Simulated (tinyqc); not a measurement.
Composition of the layer: band edges of strained Si(1-x)Ge(x) on relaxed Si(1-y)Ge(y).

Values are linear in the Ge fraction but for ED(x) = linear - CD x (1 - x) and a(x) = linear - Ca x (1 - x). Energies are on the common scale of Ev.

Coherent growth on a (001) face: e_par = (a(y) - a(x))/a(x), e_perp = -2 (C12/C11) e_par; exx = eyy = e_par, ezz = e_perp, no shear.

A valley with unit axis u lies at Ev + gap + (av + a_valley) tr(e) + Xu (u.e.u - tr(e)/3); the Delta axes are x, y, z and the L axes [111], [1-1-1], [-11-1], [-1-11]. The second-order shift of the Delta valleys under shear is left out; it lowers the pair normal to the sheared plane by tens of meV at a shear of 1 %.

Valence edges: Ev plus the levels of the 6 x 6 matrix of X, Y, Z times spin with -Dso/3 + l exx + m (eyy + ezz) on the diagonal (cyclic), n exy off it, l = av + 2 b, m = av - b, n = sqrt(3) d. Spin-orbit term (Dso/3) L.sigma on X, Y, Z with (L_k)_ij = -i epsilon_kij: <X+|H|Y+> = -i Dso/3, <X+|H|Z-> = Dso/3, <Y+|H|Z-> = -i Dso/3, <Z+|H|X-> = -Dso/3, <Z+|H|Y-> = i Dso/3, <X-|H|Y-> = i Dso/3, and their conjugates; + and - are the spin along z.

Values chosen for the exercise (end members near Si and Ge, in this order; the results hold for these values, not for the real material):
- a = (5.431, 5.656) angstrom (lattice constant)
- Dso = (0.044, 0.29) eV (spin-orbit splitting)
- av = (2.43, 1.23) eV (valence hydrostatic potential)
- b = (-2.13, -2.54) eV (tetragonal shear potential)
- d = (-4.85, -5.34) eV (trigonal shear potential)
- C11 = (165.3, 129.5) GPa
- C12 = (64.8, 48.6) GPa
- C44 = (79.2, 67.6) GPa
- Ev = (0, 0.65) eV (top of the unstrained valence band)
- ED = (1.148, 0.926) eV (gap to the Delta valleys)
- EL = (2.029, 0.739) eV (gap to the L valleys)
- aD = (1.85, 1.38) eV (hydrostatic potential of the Delta gap)
- aL = (-2.97, -3.05) eV (hydrostatic potential of the L gap)
- XuD = (9.44, 9.73) eV (uniaxial potential, Delta)
- XuL = (16.28, 15.27) eV (uniaxial potential, L)
- CD = 0.197 eV (bowing of the Delta gap)
- Ca = 0.025 angstrom (bowing of the lattice constant)
- face = 001 (growth face)
- y = 0.15 (Ge fraction of the relaxed buffer)

The buffer is kept. dEc = Ec(buffer) - Ec(layer), dEv = Ev(layer) - Ev(buffer); buffer edges Ev(y) and Ev(y) + min(ED, EL). The digit behind Delta or L counts whole valleys.

Results:

| x | e_par (%) | lowest valleys | gap (eV) | next valleys above (meV) | valence splitting (meV) | dEc (eV) | dEv (eV) |
|---|---|---|---|---|---|---|---|
| 0.00 | 0.56 | Delta2 | 1.064 | 95 | 55 | 0.073 | -0.048 |
| 0.10 | 0.19 | Delta2 | 1.082 | 32 | 16 | 0.026 | -0.018 |
| 0.20 | -0.19 | Delta4 | 1.050 | 32 | 14 | 0.005 | 0.035 |
| 0.30 | -0.58 | Delta4 | 0.972 | 98 | 36 | 0.011 | 0.106 |
| 0.40 | -0.97 | Delta4 | 0.898 | 164 | 54 | 0.013 | 0.179 |
| 0.50 | -1.37 | Delta4 | 0.827 | 232 | 71 | 0.010 | 0.253 |
| 0.60 | -1.77 | Delta4 | 0.759 | 301 | 87 | 0.001 | 0.329 |
| 0.70 | -2.18 | Delta4 | 0.694 | 370 | 102 | -0.012 | 0.407 |

What does the comparison show, and why?

The gap is 1.064 eV in the first row and 0.694 eV in the last, with its largest listed value, 1.082 eV, at x = 0.10. The lowest valleys change: Delta2 to Delta4 between x = 0.10 and 0.20. Per 0.1 of x the valence offset moves by +65 meV on average; the conduction offset lies between -12 and +73 meV, not monotonically. Both carriers sit on one side for x = 0.20, 0.30, 0.40, 0.50 and 0.60, and on opposite sides elsewhere. Offsets below about 30 meV are within the spread of parameter sets, so those rows do not settle the type. Strains above 2 % can be kept only in layers of a few nanometres.

Run: tinyqc, `OMP_NUM_THREADS=1 python tinyqc.py 1050739 1050740 out.jsonl`; Intel(R) Xeon(R) Processor @ 2.30GHz, one thread, shared host; about 0.01 s of CPU time with all checks.
